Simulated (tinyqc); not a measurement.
Comparisons within one model: two-band k.p model of the Delta valleys near the X point under shear strain. A value that a table varies takes the place of the one given here.

Valley pair on the [001] axis, kz counted from the X point, c = hbar^2/2m0, k0 = kx0 2 pi/a. H = (c kz^2/ml + c (kx^2 + ky^2)/mt + c k0^2/ml) 1 + (2 c k0 kz/ml) sigma_z + (D exy - 2 c kx ky/Mp) sigma_x, so E = c kz^2/ml + c (kx^2 + ky^2)/mt + c k0^2/ml -/+ sqrt((2 c k0 kz/ml)^2 + (D exy - 2 c kx ky/Mp)^2). Without strain the lower band has its minima, E = 0, at kz = +/- k0. Shifts from diagonal strain are left out.

For |eta| < 1: k_min = k0 sqrt(1 - eta^2), E_min = -Delta eta^2/2, ml(eta) = ml/(1 - eta^2), 1/m[110] = 1/mt + eta/Mp, 1/m[1-10] = 1/mt - eta/Mp. For |eta| > 1 the minimum sits at X: E_min = -Delta (2 |eta| - 1)/2, ml(eta) = ml/(1 - 1/|eta|), and eta is replaced by its sign in the transverse masses. Here Delta = 2 c k0^2/ml and eta = D exy/Delta.

s11 = (C11 + C12)/((C11 - C12)(C11 + 2 C12)), s12 = -C12/((C11 - C12)(C11 + 2 C12)), s44 = 1/C44; exx = s11 sxx + s12 (syy + szz) and cyclic, exy = s44 sxy/2; tension is positive. A uniaxial stress X along the unit vector n is s_ij = X n_i n_j.

Constants: hbar^2/2m0 = 3.80998211 eV angstrom^2; kB = 8.617333262e-05 eV/K.

Inputs chosen for the exercise (near those of Si; not measured data):
```
symbol  value    unit      meaning
a       5.426    angstrom  lattice constant
ml      0.936    m0        longitudinal mass
mt      0.195    m0        transverse mass
kx0     0.147    2 pi/a    distance of the minimum from X
D       12.9     eV        shear deformation potential
Mp      0.229    m0        coupling mass
C11     166.3    GPa
C12     64.8     GPa
C44     78.2     GPa
Xu      9.3      eV        uniaxial potential
T       300      K         temperature
exy     -0.0024            shear strain
```

## Sweep of the shear strain

Delta = 2 c k0^2/ml, eta = D exy/Delta.

The minimum:
```
exy,eta,k_min/k0,E_min (meV),ml(eta),m[110],m[1-10],density-of-states mass
0.0000,0.000,1.000,0.0,0.936,0.1950,0.1950,0.329
0.0018,0.098,0.995,-1.1,0.945,0.1799,0.2128,0.331
0.0046,0.252,0.968,-7.5,0.999,0.1606,0.2482,0.341
0.0091,0.498,0.867,-29.2,1.244,0.1370,0.3384,0.386
0.0137,0.749,0.662,-66.2,2.134,0.1191,0.5386,0.515
0.0165,0.902,0.431,-96.0,5.037,0.1103,0.8418,0.776
0.0219,1.198,0.000,-164.6,5.672,0.1053,1.3134,0.922
0.0293,1.602,0.000,-260.0,2.490,0.1053,1.3134,0.701
```

The valleys reach X at eta = 1, that is exy = 0.0183. The shift is quadratic up to eta = 1 (-7.5 meV at eta = 0.25, -29.2 meV at 0.50) and linear beyond, while 1/m[110] rises linearly, taking m[110] from 0.195 to its floor 0.1053, a gain of 85 % in 1/m. ml(eta) diverges at eta = 1; the largest value listed is 5.67. A deformation-potential model with fixed masses misses all of this.

## Tension along [110]: repopulation and mass change

The z valleys move against the x and y valleys by Xu (ezz - exx) and, through the shear, by E_min. Share of the z valleys n = w/(w + 2 exp(dE/kT)), dE the total relative shift, w = sqrt(ml(eta) m[110] m[1-10]/(ml mt^2)). Along [110]: 1/m_c = n/m[110] + (1 - n)(1/ml + 1/mt)/2. Fixed masses means E_min = 0, w = 1, m[110] = mt. Gains are against 3/(1/ml + 2/mt) at a fixed scattering time.

Results:
```
X (GPa),Xu (ezz - exx) (meV),E_min (meV),m[110],m_c fixed masses,m_c with shear,gain fixed (%),gain with shear (%)
0.00,0.0,0.0,0.1950,0.2649,0.2649,0.0,0.0
0.25,-11.5,-0.2,0.1880,0.2508,0.2453,5.6,8.0
0.50,-22.9,-0.9,0.1815,0.2375,0.2250,11.5,17.7
1.00,-45.8,-3.6,0.1697,0.2168,0.1899,22.2,39.5
1.50,-68.7,-8.1,0.1594,0.2050,0.1668,29.2,58.8
2.00,-91.6,-14.4,0.1503,0.1993,0.1526,32.9,73.6
3.00,-137.4,-32.4,0.1348,0.1958,0.1350,35.3,96.3
```

At 1 GPa repopulation alone gives 22.2 % and the shear terms raise it to 39.5 %. From 2 to 3 GPa the fixed-mass gain grows by 2.4 points, towards its ceiling of 35.8 % when all electrons sit in the z valleys, whereas the gain with shear grows by 22.7 points because m[110] keeps falling.

## What each parameter does

Delta = 2 c k0^2/ml, eta = D exy/Delta. Each row changes one parameter from the base and keeps the others.

Results:
```
case,eta,E_min (meV),ml(eta) (m0),m[110] (m0),m[1-10] (m0)
base,-0.1312,-2.03,0.9524,0.2195,0.1754
ml = 1.00152 m0,-0.1404,-2.17,1.0217,0.2215,0.1742
mt = 0.20865 m0,-0.1312,-2.03,0.9524,0.2370,0.1864
kx0 = 0.13671 2 pi/a,-0.1517,-2.35,0.9581,0.2239,0.1727
D = 11.997 eV,-0.1221,-1.76,0.9502,0.2176,0.1766
Mp = 0.24503 m0,-0.1312,-2.03,0.9524,0.2177,0.1766
exy = -0.00223,-0.1220,-1.75,0.9501,0.2176,0.1767
```

The largest shifts from the base row, up to three for each result and ties (the steps differ in size, so this ranks the rows, not the parameters). eta: kx0 -0.0205, exy +0.0093, D +0.0092, ml -0.0092; unchanged at the printed digits by mt and Mp. E_min (meV): kx0 -0.32, exy +0.28, D +0.27; unchanged at the printed digits by mt and Mp. ml(eta) (m0): ml +0.0693, kx0 +0.0057, exy -0.0023; unchanged at the printed digits by mt and Mp. m[110] (m0): mt +0.0175, kx0 +0.0044, ml +0.0020. m[1-10] (m0): mt +0.0110, kx0 -0.0027, exy +0.0013.

tinyqc: `OMP_NUM_THREADS=1 python tinyqc.py 1081075 1081076 out.jsonl`; about 0.01 s, one thread, shared Intel(R) Xeon(R) Processor @ 2.30GHz.
